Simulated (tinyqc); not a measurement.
# Threshold-voltage variability of a planar MOSFET, analytic estimates: effect of the metal grain size

Three independent sources add in quadrature: random dopants in the depleted layer, metal-gate grains of two orientations, and roughness of the two gate edges acting through the roll-off VT = VT(long) - Vr exp(-L/l). These are first-order estimates: no three-dimensional electrostatics, no percolation.

ni = sqrt(Nc Nv) exp(-Eg/(2 Vt)), Eg in volts; Cox = 3.9 eps0/ti; Wd = sqrt(4 eps0 eps_r Vt ln(Na/ni)/(q Na)); dopants: s1 = (q/Cox) sqrt(Na Wd/(3 L W)). Grains: Ng = L W/G^2 (at least 1), s2 = dW sqrt(p (1 - p)/Ng). Edges, with exponential correlation and u = W/La: the mean gate length has sL^2 = 2 De^2 (2/u)[1 - (1 - exp(-u))/u]; s3 = sL (Vr/l) exp(-L/l). s = sqrt(s1^2 + s2^2 + s3^2). l and Vr are held fixed.

Parameters, values chosen for the exercise; material values close to those of germanium:
```
symbol,value,unit,meaning
T,300,K,temperature
Eg,0.649,eV,band gap
eps_r,15.9,,relative permittivity of the semiconductor
Nc,1.02e19,cm^-3,conduction-band density of states at T
Nv,6.03e18,cm^-3,valence-band density of states at T
Na,3.5e17,cm^-3,channel doping
ti,1.8,nm,oxide-equivalent thickness in inversion
L,90,nm,gate length
W,240,nm,gate width
dW,0.3,eV,work-function difference of the two grain orientations
p,0.4,,share of the orientation of higher work function
De,1.6,nm,rms roughness of one gate edge
La,30,nm,correlation length of the roughness
l,16,nm,decay length of the threshold roll-off
Vr,1.7,V,prefactor of the roll-off
```

Constants: q = 1.602176634e-19 C, kB = 1.380649e-23 J/K, Vt = kB T/q, eps0 = 8.8541878128e-14 F/cm where lengths are in cm. Results are converted to the units shown.

The same in every row: s1 (mV) = 4.3189; s3 (mV) = 0.40555.

Effect of the metal grain size:

| G (nm) | s2 (mV) | s (mV) | s sqrt(L W) (mV um) |
|---|---|---|---|
| 2 | 2.0000 | 4.7767 | 0.70203 |
| 3 | 3.0000 | 5.2742 | 0.77515 |
| 5 | 5.0000 | 6.6195 | 0.97286 |
| 7 | 7.0000 | 8.2351 | 1.2103 |
| 10 | 10.000 | 10.900 | 1.6020 |
| 14 | 14.000 | 14.657 | 2.1541 |
| 20 | 20.000 | 20.465 | 3.0077 |

As G goes from 2 to 20 nm, s rises from 4.78 to 20.5 mV. The largest source is the dopants in the first row and the grains in the last.

Program tinyqc, `OMP_NUM_THREADS=1 python tinyqc.py 2090089 2090090 out.jsonl`; Intel Xeon 2.30GHz, shared host, one thread, about 0.01 s.
